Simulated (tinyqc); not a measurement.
## Thermal resistances of a two-die stack

Question. Heat leaves through the lower die only, and the system is linear. Find the resistance R1 from the lower die to the coolant, R2 between the dies, and the rise of the upper die when both are powered.

Values chosen for this exercise: power of the lower die P1 = 31 W; power of the upper die P2 = 4.6 W.

rises of the lower and upper die with only the lower one powered (K): 6.82  6.82
rises of the lower and upper die with only the upper one powered (K): 1.012  2.53

Solution. With only the lower die powered no heat crosses R2, so both dies rise by P1 R1; the difference in the second test is P2 R2; rises add.

R1 = 0.2200 K/W
R2 = 0.3300 K/W
rise of the upper die = 9.350 K

Program tinyqc, `OMP_NUM_THREADS=1 python tinyqc.py 2162033 2162034 out.jsonl`; Intel Xeon 2.30GHz, shared host, one thread, about 0.02 s.
